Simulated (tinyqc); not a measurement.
# Superjunction drift layer against a plain one, charge balance: what changes with what

Alternating n and p pillars of equal width wp, doping N and length Lp. When depleted, the lateral field peaks at Ex = q N wp/(2 eps0 eps_r) at the pillar junctions and a uniform vertical field Ey is added; breakdown is taken where Ex^2 + Ey^2 = Ef^2. Only the n pillars conduct, narrowed by the zero-bias depletion. A first-order model: the field peaks at the pillar ends are left out.

Values chosen for this exercise; values close to those of silicon:
```
symbol   value        unit                                     meaning
eps_r     12.1              relative permittivity of the semiconductor
E16       0.41       MV/cm    critical field at a doping of 1e16 cm^-3
mx        1360  cm^2/(V s)                      mobility at low doping
mi        95.4  cm^2/(V s)                     mobility at high doping
Nr      1.3e17       cm^-3            reference doping of the mobility
BV         880           V                    wanted breakdown voltage
wp           1          um                        width of each pillar
Ef        0.31       MV/cm           critical field inside the pillars
a         0.77                     lateral peak field as a share of Ef
Vb         0.8           V    built-in voltage of the pillar junctions
dl         6.2           %                charge imbalance (Nn - Np)/N
```

Constants: q = 1.602176634e-19 C, eps0 = 8.8541878128e-14 F/cm where lengths are in cm. Results are converted to the units shown.

Each table varies one quantity; the others keep the values above.

## Effect of the width of each pillar

Ec(N) = E16 (N/1e16 cm^-3)^(1/8), mu(N) = mi + (mx - mi)/(1 + (N/Nr)^0.9). Plain drift layer for BV: N solves BV = eps0 eps_r Ec(N)^2/(2 q N), W = 2 BV/Ec, Rsp = W/(q mu N). Ex = a Ef gives N = 2 eps0 eps_r a Ef/(q wp); Ey = Ef sqrt(1 - a^2); Lp = BV/Ey; xd = sqrt(eps0 eps_r Vb/(q N)) on each side; Rsp = 2 Lp/(q mu(N) N (1 - 2 xd/wp)). An imbalance dl leaves the mean net doping |dl| N/2, which tilts the vertical field by s = q |dl| N/(2 eps0 eps_r): BV(dl) = Ey Lp - s Lp^2/2, or Ey^2/(2 s) if the field reaches zero inside the pillar.

The same in every row: Lp (um) = 44.491; Rsp, plain (mohm cm^2) = 122.47.

Results:
```
wp (um)	N (cm^-3)	Rsp, pillars (mohm cm^2)	BV(dl) (V)
0.12	2.6603e17	1.5572	15.861
0.2	1.5962e17	1.2343	26.435
0.31	1.0298e17	1.2700	40.974
0.49	6.5149e16	1.4734	64.766
0.77	4.1459e16	1.8504	101.78
1.2	2.6603e16	2.4510	158.61
3	1.0641e16	4.9500	396.53
```

Estimate the missing row, wp = 1.9 um.

Computed row:
```
wp (um)	N (cm^-3)	Rsp, pillars (mohm cm^2)	BV(dl) (V)
1.9	1.6802e16	3.4291	251.13
```

With this row back in the table: As wp goes from 0.12 to 3 um, Rsp of the pillars goes from 1.56 through a minimum of 1.23 (at wp = 0.2 um among the rows listed) to 4.95 mohm cm^2 and BV with the imbalance rises from 15.9 to 397 V. Narrow pillars allow more doping and so less resistance, but the same relative imbalance then leaves more net charge. At the narrow end falling mobility and the depleted edges undo the gain. For wp = 0.12 to 1.2 um the aspect ratio passes 30, which is hard to make. For wp = 0.12 to 0.31 um the zero-bias depletion takes over 40 % of the pillar, and the on-state voltage would narrow it further.

## Effect of the lateral peak field as a share of Ef

Same model as above.

The same in every row: Rsp, plain (mohm cm^2) = 122.5.

Effect of the lateral peak field as a share of Ef:
```
a	N (cm^-3)	Lp (um)	Rsp, pillars (mohm cm^2)	BV(dl) (V)
0.3	1.244e16	29.76	4.171	624.7
0.39	1.617e16	30.83	3.138	523.8
0.48	1.990e16	32.36	2.597	400.8
0.57	2.363e16	34.55	2.299	296.1
0.66	2.736e16	37.79	2.155	213.8
0.75	3.109e16	42.92	2.150	145.8
0.84	3.483e16	52.32	2.343	87.62
0.93	3.856e16	77.23	3.137	36.32
```

What does the table show?

As a goes from 0.3 to 0.93, Rsp of the pillars goes from 4.17 through a minimum of 2.15 (at a = 0.75 among the rows listed) to 3.14 mohm cm^2 and BV with the imbalance falls from 625 to 36.3 V. With constant mobility and no depleted edge the minimum of Rsp lies at a = 0.707; a smaller a gives up a little resistance for tolerance. For a = 0.39 to 0.93 the aspect ratio passes 30, which is hard to make. At a = 0.3 the zero-bias depletion takes over 40 % of the pillar, and the on-state voltage would narrow it further.

## Effect of the wanted breakdown voltage

Same model as above.

The same in every row: N (cm^-3) = 3.192e16.

Effect of the wanted breakdown voltage:
```
BV (V)	Lp (um)	Rsp, pillars (mohm cm^2)	Rsp, plain (mohm cm^2)	BV(dl) (V)
75	3.792	0.1850	0.2757	64.36
110	5.561	0.2714	0.7020	87.11
170	8.595	0.4194	2.051	115.3
260	13.15	0.6414	5.877	132.1
390	19.72	0.9621	16.10	132.2
590	29.83	1.455	45.17	132.2
890	45.00	2.196	126.0	132.2
1400	70.78	3.454	390.4	132.2
```

As BV goes from 75 to 1400 V, Rsp of the pillars rises from 0.185 to 3.45 mohm cm^2 and BV with the imbalance rises from 64.4 to 132 V. Rsp goes as BV^(1.00) for the pillars and BV^(2.48) for the plain layer; the pillars win in 8 of the 8 rows. For BV = 890 to 1400 V the aspect ratio passes 30, which is hard to make.

tinyqc, about 0.01 s, one thread, Intel Xeon 2.30GHz (shared host): `OMP_NUM_THREADS=1 python tinyqc.py 2590054 2590055 out.jsonl`
